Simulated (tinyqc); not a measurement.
Thickness, silicon consumed, volume change, sheet resistance: thermodynamics of metal silicides: hull, first phase, silicon consumed, nucleation and stability against SiO2. Computed by tinyqc, a small Python program. Command: `OMP_NUM_THREADS=1 python tinyqc.py 3015827 3015828 out.jsonl silphase walk`. One thread of a shared host (Intel(R) Xeon(R) Processor @ 2.30GHz), about 0.01 s of CPU time with the checks.

Entropies of formation of the solids are neglected, so heats stand for free energies. Si fractions: M5Si3 0.3750, MSi 0.5000, MSi2 0.6667.

Inputs (values chosen for the exercise, for a model metal): molar volume of M = 9.55 cm^3/mol; molar volume of Si = 12.06 cm^3/mol; metal thickness t = 13 nm.

Phases: M5Si3, MSi, MSi2.

volumes of the three phases per mole of M (cm^3/mol): [13.7, 16.8, 24.7]

resistivities of the three phases (microohm cm): [55, 14, 41]

Method. Per phase M_a Si_b, for ample silicon (not limited to t_Si): silicide thickness = t V/V_M; silicon consumed = t (b/a) V_Si/V_M; net volume change = V/(V_M + (b/a) V_Si) - 1; the top surface lies (silicide thickness - silicon consumed) above the old interface; sheet resistance = resistivity/thickness.

Films:
```
phase  thickness (nm)  Si consumed (nm)  volume change (%)  top above old interface (nm)  sheet resistance (ohm)
M5Si3          18.649             9.850            -18.384                        8.7992                  29.492
MSi            22.869            16.417            -22.258                        6.4524                   6.122
MSi2           33.623            32.834            -26.641                        0.7895                  12.194
```

silicon consumed by MSi = 16.417 nm

sheet resistance of MSi = 6.1218 ohm

What follows from these numbers?

For a given sheet resistance the silicon consumed goes as resistivity x (b/a)/V: M5Si3 2.41, MSi 0.833, MSi2 3.32. It is least for MSi, which matters on shallow junctions and thin silicon. All three reactions shrink the total volume.

Extremes, crossings and ranges named in words are read from the listed rows.
